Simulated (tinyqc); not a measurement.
Inside a calculation (part 2 of 2). Method: MP2 on RHF in the 6-31g basis, for H4, spin multiplicity 1. Computed by tinyqc, a small Python program that keeps every step (integrals from PySCF). Command: `OMP_NUM_THREADS=1 python tinyqc.py 23853 23854 out.jsonl` (the two numbers bound the seeds that draw the settings). One thread of a shared host (Intel(R) Xeon(R) Processor @ 2.60GHz), about 0.09 s of CPU time with the checks.

Geometry (angstrom):
```
atom        x        y        z
H     0.00000  0.00000  0.00000
H     0.00000  0.00000  0.95400
H     0.00000  0.00000  2.03200
H     0.00000  0.00000  2.98700
```

## Integrals over molecular orbitals

coefficients C:
```
           MO1       MO2       MO3       MO4       MO5       MO6       MO7       MO8
1H 1s  0.17034  -0.23969   0.16340   0.05115   0.61884  -0.89085  -0.69598   0.25982
1H 2s  0.14113  -0.25564   0.88052  -1.60168  -0.42756   0.33204   1.03296  -1.15463
2H 1s  0.24444  -0.18267  -0.15152   0.19049   0.57856  -0.17326   0.72842  -1.02278
2H 2s  0.21140  -0.36517  -0.60940   2.52105  -0.44476   1.06774  -0.92394   2.75868
3H 1s  0.24406   0.18292  -0.15183  -0.19024   0.57796   0.17339   0.73322   1.01954
3H 2s  0.21097   0.36559  -0.60991  -2.51893  -0.43900  -1.06665  -0.93822  -2.75340
4H 1s  0.16987   0.23987   0.16344  -0.05095   0.61787   0.89283  -0.69568  -0.25578
4H 2s  0.14091   0.25612   0.88058   1.59879  -0.42913  -0.33475   1.03749   1.14828
```

core Hamiltonian H = T + V (hartree), lower triangle:
```
          1H 1s     1H 2s     2H 1s     2H 2s     3H 1s     3H 2s     4H 1s     4H 2s
1H 1s  -1.24839
1H 2s  -1.12850  -1.30879
2H 1s  -0.67741  -0.90469  -1.56163
2H 2s  -0.82438  -1.17206  -1.33210  -1.57242
3H 1s  -0.02852  -0.23635  -0.53824  -0.82210  -1.56119
3H 2s  -0.22557  -0.53930  -0.82219  -1.18511  -1.33185  -1.57229
4H 1s  -0.00020  -0.03036  -0.02840  -0.22511  -0.67585  -0.82345  -1.24769
4H 2s  -0.03037  -0.15445  -0.23595  -0.53867  -0.90375  -1.17129  -1.12809  -1.30841
```

Given earlier and not repeated: Two-electron integrals (ij|kl) in chemists' order.

(pq|rs) = sum C_ip C_jq C_kr C_ls (ij|kl), one index at a time.

one-electron integrals over orbitals h = C^T H C (hartree), lower triangle:
```
          1         2         3         4         5         6         7         8
1  -1.81139
2   0.00008  -1.55706
3   0.15337   0.00026  -1.17492
4  -0.00023   0.16373  -0.00004  -0.84315
5  -0.15136   0.00000  -0.06556  -0.00003  -0.57018
6   0.00002  -0.11796  -0.00019  -0.10387   0.00016  -0.37008
7  -0.06812  -0.00031   0.25704   0.00045  -0.09285  -0.00006  -0.30727
8   0.00023  -0.07885  -0.00050   0.27629   0.00014   0.04537  -0.00014  -0.32944
```

Two-electron integrals over orbitals (pq|rs), unique and non-zero (hartree):
```
(11|11) 0.47367     (21|11) -0.00027    (21|21) 0.15178     (22|11) 0.41781
(22|21) 0.00019     (22|22) 0.41705     (31|11) -0.07020    (31|21) -0.00012
(31|22) -0.00629    (31|31) 0.07506     (32|11) -0.00023    (32|21) 0.07059
(32|22) 0.00009     (32|31) 4.97e-05    (32|32) 0.07828     (33|11) 0.37090
(33|21) 0.00007     (33|22) 0.35739     (33|31) -0.01572    (33|32) 1.61e-05
(33|33) 0.34030     (41|11) 0.00018     (41|21) -0.04138    (41|22) 2.49e-06
(41|31) -4.37e-05   (41|32) 0.01807     (41|33) 1.53e-05    (41|41) 0.04215
(42|11) -0.08136    (42|21) -4.87e-05   (42|22) -0.04238    (42|31) 0.04963
(42|32) 0.00008     (42|33) -0.02099    (42|41) -3.10e-05   (42|42) 0.05139
(43|11) -0.00012    (43|21) 0.08810     (43|22) 0.00016     (43|31) -0.00007
(43|32) 0.06014     (43|33) 0.00007     (43|41) -0.00598    (43|42) -3.16e-05
(43|43) 0.08582     (44|11) 0.33565     (44|21) -0.00009    (44|22) 0.32397
(44|31) -0.01415    (44|32) -0.00009    (44|33) 0.31039     (44|41) 2.30e-05
(44|42) -0.01849    (44|43) -0.00008    (44|44) 0.30200     (51|11) 0.07273
(51|21) -0.00010    (51|22) 0.07034     (51|31) -0.00427    (51|32) -0.00006
(51|33) 0.04623     (51|41) 4.70e-05    (51|42) -0.01843    (51|43) -2.03e-05
(51|44) 0.03691     (51|51) 0.04722     (52|11) -0.00009    (52|21) 0.06204
(52|22) 0.00009     (52|31) -0.00005    (52|32) 0.02765     (52|33) 3.75e-05
(52|41) -0.01900    (52|42) -2.05e-05   (52|43) 0.02335     (52|44) -1.28e-05
(52|51) -0.00007    (52|52) 0.04900     (53|11) 0.01598     (53|21) -0.00006
(53|22) 0.02849     (53|31) 0.01325     (53|32) -3.01e-06   (53|33) 0.01604
(53|41) 1.26e-05    (53|42) 0.00143     (53|43) -2.68e-05   (53|44) 0.00209
(53|51) 0.00469     (53|52) -3.12e-05   (53|53) 0.02316     (54|11) 0.00006
(54|21) -0.03331    (54|22) -3.88e-05   (54|31) 2.23e-05    (54|32) -0.01129
(54|33) -2.24e-05   (54|41) 0.01131     (54|42) 6.67e-06    (54|43) -0.02827
(54|44) 3.51e-05    (54|51) 3.36e-05    (54|52) -0.01354    (54|53) 8.07e-06
(54|54) 0.01925     (55|11) 0.39260     (55|21) -0.00021    (55|22) 0.37279
(55|31) -0.02775    (55|32) -0.00015    (55|33) 0.33017     (55|41) 0.00010
(55|42) -0.04789    (55|43) -0.00009    (55|44) 0.29904     (55|51) 0.05485
(55|52) -0.00007    (55|53) 0.02537     (55|54) 3.56e-05    (55|55) 0.35759
(61|11) -0.00007    (61|21) 0.03566     (61|22) 3.99e-05    (61|31) -3.61e-05
(61|32) 0.03382     (61|33) 1.85e-05    (61|41) 0.00319     (61|42) 4.67e-06
(61|43) 0.01500     (61|44) -1.85e-05   (61|51) -0.00007    (61|52) 0.03565
(61|53) -1.52e-05   (61|54) -0.00447    (61|55) -0.00005    (61|61) 0.03493
(62|11) 0.04177     (62|21) 3.76e-05    (62|22) 0.07007     (62|31) 0.03222
(62|32) 0.00011     (62|33) 0.04510     (62|41) 8.70e-06    (62|42) 0.00804
(62|43) 3.29e-05    (62|44) 0.02540     (62|51) 0.03977     (62|52) 0.00006
(62|53) 0.02593     (62|54) 6.41e-06    (62|55) 0.05025     (62|61) 0.00006
(62|62) 0.06471     (63|11) -3.44e-05   (63|21) 0.05211     (63|22) 0.00016
(63|31) -2.44e-06   (63|32) 0.03579     (63|33) 0.00008     (63|41) -0.00627
(63|42) -3.81e-06   (63|43) 0.02204     (63|44) 1.08e-05    (63|51) -1.65e-05
(63|52) 0.03687     (63|53) 1.95e-05    (63|54) -0.00121    (63|55) -7.19e-06
(63|61) 0.03232     (63|62) 0.00014     (63|63) 0.03988     (64|11) 0.03252
(64|21) 2.17e-05    (64|22) 0.02503     (64|31) -0.00987    (64|32) -1.20e-05
(64|33) 0.01861     (64|41) 4.97e-07    (64|42) -0.01157    (64|43) -9.10e-07
(64|44) 0.00987     (64|51) 0.00350     (64|52) 1.80e-05    (64|53) 0.00889
(64|54) -1.86e-07   (64|55) 0.02497     (64|61) 1.24e-05    (64|62) 0.00485
(64|63) 3.35e-05    (64|64) 0.01057     (65|11) -0.00026    (65|21) 0.12467
(65|22) 0.00018     (65|31) -3.38e-05   (65|32) 0.08542     (65|33) 0.00007
(65|41) -0.01259    (65|42) 1.78e-05    (65|43) 0.07746     (65|44) -0.00008
(65|51) -0.00007    (65|52) 0.05520     (65|53) -3.12e-05   (65|54) -0.01968
(65|55) -0.00021    (65|61) 0.04569     (65|62) 0.00013     (65|63) 0.05866
(65|64) 9.61e-06    (65|65) 0.13477     (66|11) 0.37078     (66|21) 0.00029
(66|22) 0.39567     (66|31) 0.02489     (66|32) 0.00028     (66|33) 0.34103
(66|41) 2.24e-05    (66|42) -0.01641    (66|43) 0.00023     (66|44) 0.29777
(66|51) 0.06379     (66|52) 0.00016     (66|53) 0.04733     (66|54) -4.39e-05
(66|55) 0.36230     (66|61) 0.00014     (66|62) 0.09427     (66|63) 0.00030
(66|64) 0.02467     (66|65) 0.00040     (66|66) 0.42259     (71|11) 0.04106
(71|21) 0.00015     (71|22) -0.00127    (71|31) -0.04875    (71|32) -0.00006
(71|33) 0.00878     (71|41) -3.74e-05   (71|42) -0.02927    (71|43) 0.00007
(71|44) 0.01938     (71|51) 0.01193     (71|52) 0.00010     (71|53) -0.02757
(71|54) -4.56e-05   (71|55) 0.00644     (71|61) 4.40e-05    (71|62) -0.02851
(71|63) 4.83e-06    (71|64) -0.00175    (71|65) 4.83e-05    (71|66) -0.03788
(71|71) 0.05457     (72|11) 0.00022     (72|21) -0.02960    (72|22) 1.94e-05
(72|31) -0.00009    (72|32) -0.04335    (72|33) 0.00006     (72|41) -0.01400
(72|42) -0.00009    (72|43) -0.00941    (72|44) 0.00010     (72|51) 0.00011
(72|52) -0.02322    (72|53) -4.39e-05   (72|54) -0.00895    (72|55) 0.00013
(72|61) -0.03141    (72|62) -0.00009    (72|63) -0.03524    (72|64) -1.43e-05
(72|65) -0.05366    (72|66) -0.00019    (72|71) 0.00015     (72|72) 0.04771
(73|11) -0.09229    (73|21) -0.00010    (73|22) -0.08228    (73|31) 0.01353
(73|32) 3.41e-05    (73|33) -0.05704    (73|41) 4.74e-05    (73|42) 0.02584
(73|43) -4.98e-05   (73|44) -0.03721    (73|51) -0.04394    (73|52) -0.00007
(73|53) -0.01132    (73|54) 3.05e-05    (73|55) -0.07003    (73|61) -1.45e-05
(73|62) -0.03873    (73|63) -0.00008    (73|64) -0.01223    (73|65) -0.00006
(73|66) -0.07929    (73|71) -0.00894    (73|72) -0.00008    (73|73) 0.05143
(74|11) -0.00016    (74|21) -0.01027    (74|22) -0.00012    (74|31) 0.00009
(74|32) 0.02285     (74|33) -0.00009    (74|41) 0.02624     (74|42) 0.00009
(74|43) 0.01562     (74|44) -0.00010    (74|51) -0.00005    (74|52) -0.01829
(74|53) 2.14e-05    (74|54) 0.00173     (74|55) -0.00011    (74|61) -0.00385
(74|62) -2.49e-05   (74|63) -0.00740    (74|64) -2.82e-05   (74|65) 0.00768
(74|66) -3.25e-05   (74|71) -0.00014    (74|72) -0.00916    (74|73) 0.00015
(74|74) 0.03292     (75|11) 0.04996     (75|21) 0.00024     (75|22) -0.00918
(75|31) -0.07023    (75|32) -0.00006    (75|33) 0.00069     (75|41) -0.00005
(75|42) -0.04593    (75|43) 0.00011     (75|44) 0.00862     (75|51) -0.00568
(75|52) 0.00011     (75|53) -0.02190    (75|54) -0.00006    (75|55) 0.01293
(75|61) 3.78e-05    (75|62) -0.04854    (75|63) 9.70e-06    (75|64) 0.00735
(75|65) 0.00010     (75|66) -0.05319    (75|71) 0.05453     (75|72) 0.00012
(75|73) -0.00039    (75|74) -0.00014    (75|75) 0.08430     (76|11) 0.00020
(76|21) -0.09680    (76|22) -0.00019    (76|31) -2.88e-05   (76|32) -0.08174
(76|33) -0.00009    (76|41) -0.00247    (76|42) -0.00006    (76|43) -0.06267
(76|44) 4.33e-05    (76|51) 3.90e-05    (76|52) -0.05562    (76|53) -3.73e-07
(76|54) 0.01556     (76|55) 0.00013     (76|61) -0.05318    (76|62) -0.00021
(76|63) -0.05755    (76|64) -5.56e-07   (76|65) -0.11480    (76|66) -0.00046
(76|71) -7.71e-07   (76|72) 0.05687     (76|73) 0.00006     (76|74) -0.00894
(76|75) 3.40e-05    (76|76) 0.11304     (77|11) 0.41713     (77|21) 0.00041
(77|22) 0.39255     (77|31) -0.03202    (77|32) 5.34e-06    (77|33) 0.35227
(77|41) -0.00015    (77|42) -0.04913    (77|43) 0.00029     (77|44) 0.31871
(77|51) 0.07600     (77|52) 0.00019     (77|53) 0.02197     (77|54) -0.00015
(77|55) 0.37239     (77|61) 3.66e-05    (77|62) 0.06601     (77|63) 0.00016
(77|64) 0.02348     (77|65) 0.00024     (77|66) 0.37910     (77|71) 0.01885
(77|72) 0.00021     (77|73) -0.08752    (77|74) -0.00027    (77|75) 0.01148
(77|76) -0.00019    (77|77) 0.40480     (81|11) -0.00019    (81|21) 0.03145
(81|22) 4.27e-05    (81|31) 0.00015     (81|32) -0.02666    (81|33) 9.90e-06
(81|41) -0.04076    (81|42) 0.00008     (81|43) 0.01703     (81|44) -0.00007
(81|51) -0.00005    (81|52) 0.01830     (81|53) 0.00007     (81|54) -0.02389
(81|55) -3.11e-05   (81|61) -0.00682    (81|62) 0.00008     (81|63) -0.00539
(81|64) 3.46e-06    (81|65) -0.00632    (81|66) 0.00009     (81|71) -0.00006
(81|72) 0.03673     (81|73) -0.00008    (81|74) -0.03086    (81|75) -0.00007
(81|76) 0.01442     (81|77) 0.00026     (81|81) 0.06700     (82|11) 0.05019
(82|21) 0.00013     (82|22) 0.00992     (82|31) -0.04719    (82|32) 4.16e-05
(82|33) 0.01483     (82|41) 0.00005     (82|42) -0.03190    (82|43) 0.00006
(82|44) 0.02448     (82|51) 0.01805     (82|52) 0.00009     (82|53) -0.02045
(82|54) 6.87e-06    (82|55) 0.01752     (82|61) 0.00009     (82|62) -0.01769
(82|63) 0.00007     (82|64) -0.00006    (82|65) 0.00012     (82|66) -0.02326
(82|71) 0.04913     (82|72) 3.15e-05    (82|73) -0.01340    (82|74) -0.00008
(82|75) 0.05034     (82|76) -0.00011    (82|77) 0.03164     (82|81) -0.00020
(82|82) 0.04943     (83|11) 0.00026     (83|21) -0.06004    (83|22) 0.00008
(83|31) 4.89e-05    (83|32) -0.00983    (83|33) 0.00008     (83|41) 0.03159
(83|42) -1.38e-06   (83|43) -0.02311    (83|44) 0.00008     (83|51) 0.00012
(83|52) -0.03386    (83|53) 0.00006     (83|54) 0.01457     (83|55) 0.00020
(83|61) -0.01513    (83|62) 0.00007     (83|63) -0.02253    (83|64) 1.05e-05
(83|65) -0.04010    (83|66) 0.00009     (83|71) -0.00012    (83|72) 0.00305
(83|73) -7.62e-07   (83|74) 0.02583     (83|75) -0.00017    (83|76) 0.02993
(83|77) -0.00009    (83|81) -0.03454    (83|82) -4.98e-05   (83|83) 0.04095
(84|11) -0.10664    (84|21) 0.00005     (84|22) -0.06783    (84|31) 0.04787
(84|32) 3.00e-05    (84|33) -0.04940    (84|41) -0.00013    (84|42) 0.04720
(84|43) -3.65e-05   (84|44) -0.03957    (84|51) -0.03791    (84|52) 4.12e-05
(84|53) 0.00469     (84|54) -1.67e-05   (84|55) -0.06664    (84|61) 1.40e-05
(84|62) -0.00790    (84|63) 1.81e-05    (84|64) -0.01177    (84|65) 3.42e-05
(84|66) -0.03893    (84|71) -0.03992    (84|72) -0.00011    (84|73) 0.04431
(84|74) 3.43e-05    (84|75) -0.04417    (84|76) -3.24e-05   (84|77) -0.08240
(84|81) 0.00021     (84|82) -0.04258    (84|83) -0.00013    (84|84) 0.06467
(85|11) -0.00016    (85|21) 0.03721     (85|22) 0.00011     (85|31) 0.00016
(85|32) -0.02189    (85|33) 0.00005     (85|41) -0.04116    (85|42) 0.00008
(85|43) 0.01502     (85|44) -1.31e-05   (85|51) 2.74e-05    (85|52) 0.00982
(85|53) 0.00005     (85|54) -0.01795    (85|55) -3.60e-05   (85|61) -0.01354
(85|62) 0.00011     (85|63) -0.00633    (85|64) -5.14e-06   (85|65) 0.00280
(85|66) 0.00015     (85|71) -0.00006    (85|72) 0.03156     (85|73) -0.00012
(85|74) -0.02731    (85|75) -0.00010    (85|76) 0.01772     (85|77) 0.00031
(85|81) 0.05426     (85|82) -0.00018    (85|83) -0.03293    (85|84) 0.00018
(85|85) 0.05834     (86|11) -0.00789    (86|21) 0.00025     (86|22) -0.02705
(86|31) -0.02305    (86|32) 0.00015     (86|33) -0.02047    (86|41) 4.01e-06
(86|42) -0.01306    (86|43) 0.00014     (86|44) -0.01207    (86|51) -0.01831
(86|52) 0.00014     (86|53) -0.01232    (86|54) -3.57e-05   (86|55) -0.01475
(86|61) 0.00012     (86|62) -0.03485    (86|63) 0.00010     (86|64) 0.00094
(86|65) 0.00025     (86|66) -0.04383    (86|71) 0.01777     (86|72) -0.00012
(86|73) 0.01527     (86|74) 7.74e-06    (86|75) 0.03506     (86|76) -0.00019
(86|77) -0.02581    (86|81) -0.00009    (86|82) 0.01232     (86|83) -0.00013
(86|84) -0.00421    (86|85) -0.00013    (86|86) 0.02311     (87|11) -0.00010
(87|21) 0.12474     (87|22) 0.00015     (87|31) -0.00025    (87|32) 0.03867
(87|33) 0.00007     (87|41) -0.04875    (87|42) -0.00016    (87|43) 0.07785
(87|44) -3.86e-05   (87|51) -0.00008    (87|52) 0.05883     (87|53) -0.00013
(87|54) -0.04023    (87|55) -0.00013    (87|61) 0.02676     (87|62) -0.00009
(87|63) 0.03696     (87|64) 1.90e-05    (87|65) 0.09239     (87|66) 0.00008
(87|71) 0.00034     (87|72) -0.00113    (87|73) -0.00015    (87|74) -0.02483
(87|75) 0.00045     (87|76) -0.06931    (87|77) 0.00055     (87|81) 0.06432
(87|82) 0.00021     (87|83) -0.06512    (87|84) -3.89e-05   (87|85) 0.05940
(87|86) 0.00027     (87|87) 0.13827     (88|11) 0.48283     (88|21) -0.00058
(88|22) 0.40782     (88|31) -0.09264    (88|32) -0.00035    (88|33) 0.36575
(88|41) 0.00033     (88|42) -0.09527    (88|43) -0.00033    (88|44) 0.34304
(88|51) 0.08986     (88|52) -0.00026    (88|53) -0.00578    (88|54) 0.00020
(88|55) 0.39527     (88|61) -0.00015    (88|62) 0.03093     (88|63) -0.00015
(88|64) 0.02743     (88|65) -0.00050    (88|66) 0.34530     (88|71) 0.08061
(88|72) 0.00031     (88|73) -0.10256    (88|74) -0.00015    (88|75) 0.08465
(88|76) 0.00042     (88|77) 0.43575     (88|81) -0.00052    (88|82) 0.08795
(88|83) 0.00043     (88|84) -0.13693    (88|85) -0.00042    (88|86) 0.00125
(88|87) -0.00038    (88|88) 0.54801
```

## Second-order Moller-Plesset energy

orbital energies (hartree): MO1 -0.65388, MO2 -0.45617, MO3 0.12831, MO4 0.38254, MO5 0.86439, MO6 1.06318, MO7 1.20984, MO8 1.33544

Hartree-Fock energy = -2.1809345 hartree

E2 = sum_ijab (ia|jb) [2 (ia|jb) - (ib|ja)] / (e_i + e_j - e_a - e_b) over occupied i, j and virtual a, b; the opposite-spin part is (ia|jb)^2 / denominator, the rest is same-spin, and SCS-MP2 scales them by 6/5 and 1/3.

Terms (the 40 largest of 144):
```
i  j  a  b   (ia|jb)   (ib|ja)  denominator      term
2  2  3  3   0.07828   0.07828     -1.16897  -0.00524
1  1  3  3   0.07506   0.07506     -1.56439  -0.00360
1  2  3  4   0.04963   0.01807     -1.62091  -0.00249
2  1  4  3   0.04963   0.01807     -1.62091  -0.00249
2  2  4  4   0.05139   0.05139     -1.67743  -0.00157
2  2  6  6   0.06471   0.06471     -3.03869  -0.00138
2  1  8  3  -0.04719  -0.02666     -2.57380  -0.00124
1  2  3  8  -0.04719  -0.02666     -2.57380  -0.00124
1  1  8  8   0.06700   0.06700     -3.97864  -0.00113
2  2  5  5   0.04900   0.04900     -2.64113  -0.00091
1  1  7  3  -0.04875  -0.04875     -2.64591  -0.00090
1  1  3  7  -0.04875  -0.04875     -2.64591  -0.00090
1  1  4  4   0.04215   0.04215     -2.07285  -0.00086
2  2  7  3  -0.04335  -0.04335     -2.25049  -0.00083
2  2  3  7  -0.04335  -0.04335     -2.25049  -0.00083
1  2  7  8   0.04913   0.03673     -3.65533  -0.00083
2  1  8  7   0.04913   0.03673     -3.65533  -0.00083
1  1  7  7   0.05457   0.05457     -3.72743  -0.00080
1  1  5  5   0.04722   0.04722     -3.03655  -0.00073
2  2  7  7   0.04771   0.04771     -3.33201  -0.00068
2  2  8  8   0.04943   0.04943     -3.58322  -0.00068
1  2  5  6   0.03977   0.03565     -3.03762  -0.00057
2  1  6  5   0.03977   0.03565     -3.03762  -0.00057
1  1  8  4  -0.04076  -0.04076     -3.02574  -0.00055
1  1  4  8  -0.04076  -0.04076     -3.02574  -0.00055
2  1  3  6   0.03382   0.03222     -2.30154  -0.00052
1  2  6  3   0.03382   0.03222     -2.30154  -0.00052
2  1  4  7  -0.02927  -0.01400     -2.70243  -0.00048
1  2  7  4  -0.02927  -0.01400     -2.70243  -0.00048
2  1  6  3   0.03222   0.03382     -2.30154  -0.00043
1  2  3  6   0.03222   0.03382     -2.30154  -0.00043
2  2  5  3   0.02765   0.02765     -1.90505  -0.00040
2  2  3  5   0.02765   0.02765     -1.90505  -0.00040
2  2  4  8  -0.03190  -0.03190     -2.63032  -0.00039
2  2  8  4  -0.03190  -0.03190     -2.63032  -0.00039
2  1  5  6   0.03565   0.03977     -3.03762  -0.00037
1  2  6  5   0.03565   0.03977     -3.03762  -0.00037
1  1  6  6   0.03493   0.03493     -3.43411  -0.00036
1  2  6  7  -0.03141  -0.02851     -3.38306  -0.00032
2  1  7  6  -0.03141  -0.02851     -3.38306  -0.00032
```

Pair energies (hartree; pair i-j sums ij and ji):
```
pair  opposite spin  same spin
1-1        -0.01050          0
2-1        -0.01439   -0.00183
2-2        -0.01432          0
```

MP2 correlation energy = -0.0410471 hartree

SCS-MP2 correlation energy = -0.0476692 hartree

MP2 total energy = -2.2219815 hartree
